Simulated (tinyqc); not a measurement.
Velocity against current: domain walls in a thin film with perpendicular anisotropy: Bloch, Neel and chiral walls, motion and stripe domains. Computed by tinyqc, a small Python program. Command: `OMP_NUM_THREADS=1 python tinyqc.py 3022852 3022853 out.jsonl mwall walk`. One thread of a shared host (Intel(R) Xeon(R) Processor @ 2.30GHz), about 0.01 s of CPU time with the checks.

One-dimensional wall: polar angle theta(x), azimuth phi of the moment in the wall (phi = 0 Neel, 90 degrees Bloch). mu_0 = 1.25663706212e-6 T m/A, gamma = 1.76085963023e11 rad/(s T).

Inputs (values chosen for the exercise, for a model film):

| quantity | value | unit |
|---|---|---|
| saturation magnetisation M_s | 867 | kA/m |
| exchange stiffness A | 22 | pJ/m |
| uniaxial anisotropy K_u | 628 | kJ/m^3 |
| DMI constant D | 0.42 | mJ/m^2 |
| thickness t | 2.8 | nm |
| damping alpha | 0.21 | - |
| current density J | 0.11 | 1e12 A/m^2 |
| spin Hall angle theta_SH | 0.33 | - |

Drive: spin-orbit torque.

Constants: hbar = 1.054571817e-34 J s; e = 1.602176634e-19 C.

Method:
- K_eff = K_u - mu_0 M_s^2/2; Delta = sqrt(A/K_eff); sigma_0 = 4 sqrt(A K_eff); profile theta = 2 arctan exp(x/Delta); quality factor Q = 2 K_u/(mu_0 M_s^2).
- sigma(phi) = sigma_0 + 2 Delta K_D cos^2(phi) - pi D cos(phi), with the wall shape anisotropy K_D = N_x mu_0 M_s^2/2, N_x = t ln 2/(pi Delta). The minimum has cos(phi) = D/D_N for D < D_N = 4 Delta K_D/pi and phi = 0 beyond; sigma turns negative at D_c = (sigma_0 + 2 Delta K_D)/pi.
- Spin-orbit drive: B_SL = hbar theta_SH J/(2 e M_s t) acts as the field (pi/2) B_SL cos(phi). Steady state: v = (gamma Delta/alpha)(pi/2) B_SL cos(phi) = gamma Delta [B_D sin(phi) - (B_K/2) sin(2 phi)], B_K = 2 K_D/M_s, B_D = pi D/(2 M_s Delta); the root with phi between its rest value and 90 degrees; v saturates at v_D = gamma Delta B_D.

K_D = 24.5462 kJ/m^3

width parameter Delta = 11.8869 nm

azimuth phi = 0 degrees

saturation velocity v_D = 133.991 m/s

Steady motion:

| J (1e12 A/m^2) | B_SL (mT) | phi (degrees) | v (m/s) | v at fixed rest phi (m/s) |
|---|---|---|---|---|
| 0.02 | 0.89 | 26.580 | 12.53 | 14.0 |
| 0.05 | 2.24 | 39.481 | 27.03 | 35.0 |
| 0.10 | 4.47 | 50.263 | 44.78 | 70.0 |
| 0.20 | 8.95 | 61.224 | 67.44 | 140.1 |
| 0.50 | 22.37 | 73.895 | 97.15 | 350.2 |
| 1.00 | 44.74 | 80.691 | 113.31 | 700.4 |
| 2.00 | 89.48 | 84.959 | 123.10 | 1400.9 |
| 5.00 | 223.69 | 87.881 | 129.52 | 3502.2 |

What follows from these numbers?

The linear law holds to 5 % in 0 of the eight rows; in the last row v is 96.7 % of v_D = pi gamma D/(2 M_s), which depends on neither alpha nor theta_SH. Caution: pinning, heating and tilting of the wall are left out.

Extremes, crossings and ranges named in words are read from the listed rows.
